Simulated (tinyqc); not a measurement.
Time-domain thermoreflectance: layered heat flow under a modulated pulse train, and what the signal ratio measures: one step, computed by the program tinyqc.

Pulses repeat at 80 MHz; heat is laid down at the surface, all layers are isotropic, and the film is in perfect contact with the substrate.

Question. Impedance at k = 0 and the modulation frequency. For radial wave number k and angular frequency W each layer has u = sqrt(4 pi^2 k^2 + i W C/kappa) and gamma = kappa u. Surface impedance from below: Z = 1/gamma for the substrate; a layer of thickness L maps Z to (Z + tanh(u L)/gamma)/(1 + gamma Z tanh(u L)); a boundary adds 1/G. Take k = 0 and W = 2 pi f.

Inputs (values chosen for the exercise, modelled on aluminium on silica):

| quantity | value | unit |
|---|---|---|
| metal thickness d | 78 | nm |
| metal conductivity | 130 | W/(m K) |
| metal heat capacity | 2.42 | MJ/(m^3 K) |
| boundary conductance G under the metal | 46 | MW/(m^2 K) |
| film thickness | 140 | nm |
| film conductivity | 0.78 | W/(m K) |
| film heat capacity | 1.8 | MJ/(m^3 K) |
| substrate conductivity kappa | 1.25 | W/(m K) |
| substrate heat capacity C | 1.6 | MJ/(m^3 K) |
| modulation frequency f | 2 | MHz |

Stack: metal, film, substrate.

Give: Z of the substrate; Z at the surface.

Answer.

Z of the substrate = 141.05-141.05i m^2 K/GW

Z at the surface = 93.58-144.52i m^2 K/GW
